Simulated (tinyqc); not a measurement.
Graded p-n junction, non-linear Poisson equation by Newton steps: capacitance and field against bias.

One dimension, p side on the left, n side on the right; net doping C = (Nd - Na)/2 + ((Nd + Na)/2) tanh(x/Lg). The potential psi is counted from the intrinsic level, and the quasi-Fermi potentials are flat: 0 for holes and -V for electrons, so n = ni exp((psi + V)/Vt) and p = ni exp(-psi/Vt) (Boltzmann statistics, full ionisation, no current). Under reverse bias this makes the minority densities vanishingly small everywhere; they play no part in the charge.

The Poisson equation d/dx(eps0 eps_r dpsi/dx) = -q (p - n + C) is solved on a mesh of more than 1000 nodes that ends in neutral material (psi_p = -Vt ln(Na/ni), psi_n = Vt ln(Nd/ni) - V). C_j = q d/dV of the integral of p over x, from the linearised equation. ni = sqrt(Nc Nv) exp(-Eg/(2 Vt)), Eg in volts. Depletion approximation: Vbi = Vt ln(Na Nd/ni^2), W = sqrt(2 eps0 eps_r (Vbi - V)(1/Na + 1/Nd)/q), xp = W Nd/(Na + Nd), xn = W Na/(Na + Nd), peak field 2 (Vbi - V)/W, capacitance eps0 eps_r/W. The last column applies it to an abrupt Na-Nd junction.

Values chosen for this exercise; band and dielectric values close to those of silicon:

| symbol | value | unit | meaning |
|---|---|---|---|
| T | 250 | K | temperature |
| Eg | 1.11 | eV | band gap |
| eps_r | 11.8 |  | relative permittivity |
| Nc | 2.13e19 | cm^-3 | conduction-band density of states at T |
| Nv | 1.98e19 | cm^-3 | valence-band density of states at T |
| Na | 2.5e17 | cm^-3 | acceptor density of the p side |
| Nd | 1.8e16 | cm^-3 | donor density of the n side |
| Lg | 480 | nm | grading length |

Constants: q = 1.602176634e-19 C, kB = 1.380649e-23 J/K, Vt = kB T/q, eps0 = 8.8541878128e-14 F/cm where lengths are in cm. Results are converted to the units shown.

Capacitance and field against bias:
```
V (V)	peak |E| (kV/cm)	C_j (nF/cm^2)	1/C_j^2 (cm^4/uF^2)	eps0 eps_r/C_j (nm)	abrupt depletion C (nF/cm^2)
0	25.63	23.80	1765	438.9	40.35
-0.75	40.52	18.53	2913	563.9	29.51
-1.5	52.83	16.01	3899	652.4	24.39
-2.25	63.72	14.43	4802	724.0	21.25
-3	73.65	13.30	5650	785.4	19.07
-3.75	82.88	12.44	6461	839.8	17.45
-4.5	91.56	11.75	7243	889.2	16.19
-5.25	99.79	11.18	8003	934.7	15.16
-6	107.6	10.69	8744	977.0	14.31
```

With V going from 0 to -6 V, C_j falls from 23.8 to 10.7 nF/cm^2 and the peak field rises from 25.6 to 108 kV/cm. The slope of 1/C_j^2, read as N = 2/(q eps0 eps_r |slope|), gives 7.80e15 cm^-3 between the first two rows and 1.21e16 cm^-3 between the last two, against Na Nd/(Na + Nd) = 1.68e16 cm^-3; it is not a straight line, so no single doping describes it. At the end C_j goes as (Vbi - V)^(-0.38) with Vbi = 0.863 V, and it is 25 % below the abrupt depletion formula (at the first row 41 % below it).

Numbers from tinyqc (`OMP_NUM_THREADS=1 python tinyqc.py 2000019 2000020 out.jsonl`; about 0.08 s on one thread of a shared Intel Xeon 2.30GHz).
